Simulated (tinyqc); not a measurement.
LDA (VWN5) atom on a uniform radial grid, spin-unpolarised, for N(2+), step by step. Computed by tinyqc, a small Python program that keeps every step. Settings: Z = 7, points = 192, R = 6.4, functional = lda,vwn, mixing = 0.6, iteration cap = 83. Command: `OMP_NUM_THREADS=1 python tinyqc.py 25547 25548 out.jsonl` (the two numbers bound the seeds that draw the settings). One thread of a shared host (Intel(R) Xeon(R) Processor @ 2.60GHz), about 0.3 s of CPU time with the checks. Later iterations appear only in the table of the cycle.

## Iteration 1

Spherical atom on a uniform radial grid r_j = j h with h = R/(N + 1), h sum u^2 = 1 and integrals as h times sums, u(0) = u(R) = 0 (atomic units):
```
parameter,value
Z,7
points N,192
R,6.400000
h,0.033161
mixing,0.600000
electrons in 1s,2
electrons in 2s,2
electrons in 2p,1
```

Three-point differences turn -u''/2 + [l(l+1)/2r^2 - Z/r + V] u = e u into a tridiagonal matrix (diagonal 1/h^2 + potential, off-diagonal -1/2h^2). D = sum f u^2; the Hartree potential y/r solves y'' = -D/r with y(0) = 0, y(R) = N_e; v_xc comes from rho = D/(4 pi r^2); E = sum f e - int D V + int D (V_H/2 + eps_xc); V(new) = V + mixing (V_H + v_xc - V).

eigenvalues (hartree): 1s -24.178577, 2s -6.104511, 2p -6.131932

Every 12th grid point:
```
r,V in,u(1s),u(2s),u(2p),D,V_H,v_xc
0.397927,0.000000,0.919745,-0.499570,1.043106,3.279072,9.171975,-1.247465
0.795855,0.000000,0.116301,-1.147126,1.033156,3.726259,5.853656,-0.838068
1.193782,0.000000,0.011030,-0.764427,0.576357,1.501129,4.139874,-0.490395
1.591710,0.000000,0.000930,-0.365482,0.254180,0.331764,3.136436,-0.259243
1.989637,0.000000,0.000073,-0.148567,0.098551,0.053856,2.512578,-0.131270
2.387565,0.000000,0.000006,-0.054807,0.035221,0.007248,2.094146,-0.064704
2.785492,0.000000,4.11e-07,-0.018951,0.011900,0.000860,1.795012,-0.031056
3.183420,0.000000,2.97e-08,-0.006256,0.003858,0.000093,1.570638,-0.014477
3.581347,0.000000,2.11e-09,-0.001995,0.001212,0.000009,1.396123,-0.006558
3.979275,0.000000,1.48e-10,-0.000619,0.000372,9.04e-07,1.256510,-0.002899
4.377202,0.000000,1.03e-11,-0.000188,0.000112,8.31e-08,1.142282,-0.001258
4.775130,0.000000,0,-0.000056,0.000033,7.37e-09,1.047092,-0.000538
5.173057,0.000000,0,-0.000016,0.000010,6.34e-10,0.966546,-0.000227
5.570984,0.000000,0,-4.75e-06,2.75e-06,5.28e-11,0.897507,-0.000095
5.968912,0.000000,0,-1.28e-06,7.38e-07,0,0.837674,-0.000038
6.366839,0.000000,0,-7.38e-08,4.24e-08,0,0.785319,0.000000
```

total energy = -49.95523216 hartree

## Iteration 2

As before.

eigenvalues (hartree): 1s -17.849369, 2s -3.135812, 2p -2.814852

Every 12th grid point:
```
r,V in,u(1s),u(2s),u(2p),D,V_H,v_xc
0.397927,4.754706,0.977174,-0.304792,0.767634,2.684794,8.444537,-1.170705
0.795855,3.009353,0.154790,-1.017137,1.000531,3.118118,5.518265,-0.792476
1.193782,2.189688,0.019340,-0.888510,0.775631,2.181252,4.043154,-0.550507
1.591710,1.726316,0.002205,-0.567723,0.488369,0.883134,3.115116,-0.349163
1.989637,1.428785,0.000239,-0.313351,0.274790,0.271887,2.508503,-0.213328
2.387565,1.217665,0.000025,-0.158909,0.144193,0.071296,2.093427,-0.128012
2.785492,1.058373,2.60e-06,-0.076287,0.072180,0.016849,1.794891,-0.075922
3.183420,0.933697,2.65e-07,-0.035247,0.034928,0.003705,1.570618,-0.044532
3.581347,0.833739,2.67e-08,-0.015832,0.016476,0.000773,1.396119,-0.025802
3.979275,0.752167,2.67e-09,-0.006958,0.007617,0.000155,1.256510,-0.014757
4.377202,0.684615,2.65e-10,-0.003005,0.003465,0.000030,1.142282,-0.008333
4.775130,0.627933,2.61e-11,-0.001279,0.001554,0.000006,1.047092,-0.004651
5.173057,0.579791,0,-0.000537,0.000686,1.05e-06,0.966546,-0.002567
5.570984,0.538447,0,-0.000219,0.000294,1.82e-07,0.897507,-0.001388
5.968912,0.502581,0,-0.000079,0.000111,2.48e-08,0.837674,-0.000692
6.366839,0.471191,0,-0.000005,0.000007,1.11e-10,0.785319,-0.000111
```

total energy = -51.59011079 hartree

## Convergence

Stop when input and output potentials agree to 1e-7.

Course of the cycle (hartree):
```
iteration,E,e(1s),e(2s),e(2p),largest |V(out) - V(in)|
1,-49.95523216,-24.178577,-6.104511,-6.131932,1.35e+01
2,-51.59011079,-17.849369,-3.135812,-2.814852,3.98e+00
3,-51.79043592,-15.925637,-2.216762,-1.832484,1.09e+00
4,-51.80768828,-15.380042,-1.927579,-1.532267,2.94e-01
5,-51.80889572,-15.229101,-1.834207,-1.437094,8.20e-02
6,-51.80897631,-15.186409,-1.802769,-1.405494,2.41e-02
7,-51.80898217,-15.173707,-1.791708,-1.394501,7.66e-03
8,-51.80898269,-15.169685,-1.787671,-1.390523,2.72e-03
9,-51.80898276,-15.168331,-1.786158,-1.389042,1.05e-03
10,-51.80898276,-15.167850,-1.785580,-1.388479,4.10e-04
11,-51.80898277,-15.167672,-1.785357,-1.388262,1.61e-04
12,-51.80898277,-15.167605,-1.785271,-1.388178,6.34e-05
13,-51.80898277,-15.167579,-1.785237,-1.388146,2.50e-05
14,-51.80898277,-15.167568,-1.785223,-1.388133,9.89e-06
15,-51.80898277,-15.167564,-1.785218,-1.388128,3.91e-06
16,-51.80898277,-15.167563,-1.785216,-1.388126,1.55e-06
17,-51.80898277,-15.167562,-1.785215,-1.388125,6.12e-07
18,-51.80898277,-15.167562,-1.785215,-1.388125,2.42e-07
19,-51.80898277,-15.167562,-1.785215,-1.388124,9.58e-08
```

Converged in 19 iterations. A uniform grid resolves the cusp poorly: for a bare nucleus this grid gives 1s at -24.17858 against -Z^2/2 = -24.5 hartree. Before convergence this energy mixes input and output and is not variational, so it may rise towards its limit.
